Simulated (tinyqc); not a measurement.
# Two-sublattice mean-field magnet: ferrimagnet, compensation points and susceptibility, step by step

A worked calculation. Computed by tinyqc, a small Python program that keeps every step. Command: `OMP_NUM_THREADS=1 python tinyqc.py 3011092 3011093 out.jsonl ferri walk`. One thread of a shared host (Intel(R) Xeon(R) Processor @ 2.30GHz), about 0.01 s of CPU time with the checks. Intermediate numbers are printed to about 7 digits and carried at full precision; extremes and crossings named in words are read from the listed rows.

A random alloy A(1-x)B(x) with H = -sum over pairs J S_i.S_j. a = <S_A> and b = <S_B> are taken along z, a > 0. Exchange fields: h_A = (1 - x) zJ_AA a + x zJ_AB b, h_B = (1 - x) zJ_AB a + x zJ_BB b; a = S_A B_(S_A)(S_A h_A/(k_B T)) and likewise for b, with the Brillouin function B_S(y) = [(2S + 1)/(2S)] coth[(2S + 1) y/(2S)] - [1/(2S)] coth[y/(2S)].

Inputs (values chosen for the exercise, for a model ferrimagnet):
```
quantity,value,unit
spin S_A,1,-
spin S_B,3.5,-
g factor g_A,2.2,-
g factor g_B,2,-
fraction x of B sites,0.33,-
z J_AA,53.4,meV
z J_BB,2.3,meV
z J_AB,-22,meV
T over T_c,0.29,-
largest number of steps,3000,-
```

Constants: k_B = 8.617333262e-05 eV/K.

## Ordering temperature

Linearised, T (a, b) = M (a, b) with M_ij = S_i (S_i + 1) c_j zJ_ij/(3 k_B), c_A = 1 - x, c_B = x. T_c is the larger eigenvalue, and its eigenvector gives b/a at onset, (T_c - M_AA)/M_AB.

M (K):
```
,A,B
A,276.7910,-56.1659
B,-898.0156,46.2411
```

eigenvalues (K): [-90.9243, 413.9564]

T_c = 413.9564 K

b/a at onset = -2.442149

T = 120.0474 K

The antiferromagnetic A-B coupling raises T_c by 137 K over that of A alone.

## First step

Start from a = S_A, b = -S_B and apply the equations once.

h_A = 61.188 meV

h_B = -17.3965 meV

new a = 0.9972936

new b = -3.271410

## Self-consistent moments

Repeat from a = S_A, b = -S_B until a and b change by less than 1e-10.

Iteration:
```
step,a,b,largest change
1,1.000000,-3.500000,2.285896e-01
2,0.997294,-3.271410,5.879642e-03
3,0.996791,-3.265531,3.322387e-04
4,0.996772,-3.265199,1.488415e-05
5,0.996771,-3.265184,7.159869e-07
6,0.996771,-3.265183,3.367544e-08
7,0.996771,-3.265183,1.595045e-09
8,0.996771,-3.265183,7.538370e-11
```

a = 0.9967712

b = -3.265183

last change = 7.538370e-11

a is at 100 % and b at 93 % of saturation: the B spins feel the weaker field per spin and lose their order faster.

## Net moment and spin

Net moment m = (1 - x) g_A a + x g_B b in mu_B per site; net spin s = (1 - x) a + x b. At T = 0, a = S_A and b = -S_B. Effective g = m/s.

net moment m = -0.6857799 mu_B

net spin s = -0.4096736

m at T = 0 = -0.836 mu_B

effective g = 1.673966

B dominates at T, as at T = 0.

## Compensation temperatures

Net moment m = (1 - x) g_A a + x g_B b in mu_B per site; net spin s = (1 - x) a + x b. T_M: m = 0; T_A: s = 0; searched between 0.02 and 0.97 T_c, and given as 0 if there is no change of sign.

magnetic compensation T_M = 0 K

angular-momentum compensation T_A = 0 K

No compensation in this range.

## Moments against temperature

The formulas are those given above.

Sublattices:
```
T/T_c,T (K),a/S_A,-b/S_B,m (mu_B)
0.05,20.6978,1.000000,0.9999834,-0.8359617
0.15,62.0935,0.999989,0.9884197,-0.8092663
0.30,124.1869,0.996031,0.9279316,-0.6753718
0.45,186.2804,0.968666,0.8416662,-0.5164347
0.60,248.3738,0.899589,0.7316725,-0.3641695
0.72,298.0486,0.801299,0.6202794,-0.2517304
0.84,347.7234,0.641960,0.4743715,-0.1495491
0.92,380.8399,0.470762,0.3378124,-0.0864431
0.97,401.5377,0.294653,0.2077367,-0.0455530
```

At 0.45 T_c A keeps 0.97 and B 0.84 of saturation. |m| falls steadily, as in a ferromagnet.

## Susceptibility above T_c

With a field B, T (a, b) = M (a, b) + (mu_B B/(3 k_B)) (g_A S_A (S_A + 1), g_B S_B (S_B + 1)). chi = m/B per site; C = mu_B [(1 - x) g_A^2 S_A (S_A + 1) + x g_B^2 S_B (S_B + 1)]/(3 k_B); the table gives C/chi, which tends to T - theta.

Inverse susceptibility:
```
T (K),C/chi (K),T - C/chi (K)
422.236,469.786,-47.55092
455.352,536.372,-81.02013
517.445,603.909,-86.46382
620.935,709.240,-88.30508
827.913,917.144,-89.23081
1241.869,1331.564,-89.69495
2069.782,2159.709,-89.92734
4139.564,4229.621,-90.05654
```

T - C/chi sinks from -48 K just above T_c to -90 K at 10 T_c, on its way to the asymptotic theta. The curve of 1/chi is a hyperbola that bends down to zero at T_c = 414 K, so a Curie-Weiss line fitted at high T misses T_c.

Checks made by the program: the fixed point (relative difference below 1e-10).
